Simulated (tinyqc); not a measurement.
Inside a calculation. Method: bound state in one dimension: Numerov shooting, finite differences, DVR. Computed by tinyqc, a small Python program that keeps every step. Settings: points = 48. Command: `OMP_NUM_THREADS=1 python tinyqc.py 27041 27042 out.jsonl` (the two numbers bound the seeds that draw the settings). One thread of a shared host (Intel(R) Xeon(R) Processor @ 2.60GHz), about 0.01 s of CPU time with the checks.

## Numerov steps at E = 0.1

One particle of mass 1 in V = 1.29^2 x^2/2 + 0.29 x^4 (atomic units), psi = 0 at both ends:
```
parameter,value
left end,-4.500000
right end,4.500000
intervals,48
h,0.187500
state sought (nodes),2
```

k_i = 2 m (E - V_i); (1 + h^2 k_(i+1)/12) y_(i+1) = 2 (1 - 5 h^2 k_i/12) y_i - (1 + h^2 k_(i-1)/12) y_(i-1), from y_0 = 0, y_1 = 0.001.

Points along the way:
```
i,x,V,k,y
0,-4.500000,135.767137,-271.334275,0.000000
1,-4.312500,115.777297,-231.354594,0.001000
2,-4.125000,98.121984,-196.043968,0.020622
3,-3.937500,82.607647,-165.015294,0.308517
4,-3.750000,69.049336,-137.898672,3.523092
5,-3.562500,57.270704,-114.341409,31.758827
16,-1.500000,3.340238,-6.480475,1.96e+07
17,-1.312500,2.293924,-4.387848,3.29e+07
18,-1.125000,1.517587,-2.835174,5.12e+07
19,-0.937500,0.955312,-1.710624,7.45e+07
20,-0.750000,0.559786,-0.919572,1.02e+08
21,-0.562500,0.292299,-0.384597,1.33e+08
```

## Bisection on the node count

With more sign changes than the state has nodes (the last point included) the energy is too high, else too low; the bracket starts as 0.1 to 12.

Trials:
```
trial,E,sign changes,y at the right end,next
1,6.05000000,3,-3.01e+15,lower
2,3.07500000,2,4.18e+17,raise
3,4.56250000,3,-2.56e+16,lower
4,3.81875000,2,9.45e+16,raise
5,4.19062500,2,7.92e+15,raise
6,4.37656250,3,-1.40e+16,lower
7,4.28359375,3,-4.54e+15,lower
8,4.23710938,2,1.29e+15,raise
9,4.26035156,3,-1.72e+15,lower
10,4.24873047,3,-2.37e+14,lower
11,4.24291992,2,5.23e+14,raise
12,4.24582520,2,1.41e+14,raise
13,4.24727783,3,-4.82e+13,lower
14,4.24655151,2,4.65e+13,raise
...,...,...,...,...
29,4.24690827,2,5.24e+08,raise
30,4.24690828,3,-9.21e+08,lower
31,4.24690827,3,-1.99e+08,lower
```

eigenvalue = 4.24690827 hartree

## The same grid by other methods

Three-point finite differences and the sine-DVR kinetic matrix of Colbert and Miller on the same points.

Lowest levels (hartree):
```
state,finite differences,DVR
0,0.739566,0.742397
1,2.354968,2.372206
2,4.194873,4.247719
3,6.188463,6.305008
4,8.298033,8.512438
```
